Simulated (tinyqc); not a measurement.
Hubbard chain of 2 sites, step by step. One step of it, computed by the program tinyqc.

Task: The many-body Hamiltonian. Basis: all placements (u, d, 2, 0 on each site), up operators ordered before down ones; hops carry the sign of the same-spin electrons passed.

one-body matrix (hopping and site energies) (eV), order 1, 2:
$$\begin{pmatrix}
0.000000 & -1.980000 \\
-1.980000 & 0.000000
\end{pmatrix}$$

U = 6.700000 eV

electrons, up and down: [1, 1]

Give: H.

Result:

H (eV), order 20, ud, du, 02:
$$\begin{pmatrix}
6.7000 & -1.9800 & -1.9800 & 0.0000 \\
-1.9800 & 0.0000 & 0.0000 & -1.9800 \\
-1.9800 & 0.0000 & 0.0000 & -1.9800 \\
0.0000 & -1.9800 & -1.9800 & 6.7000
\end{pmatrix}$$
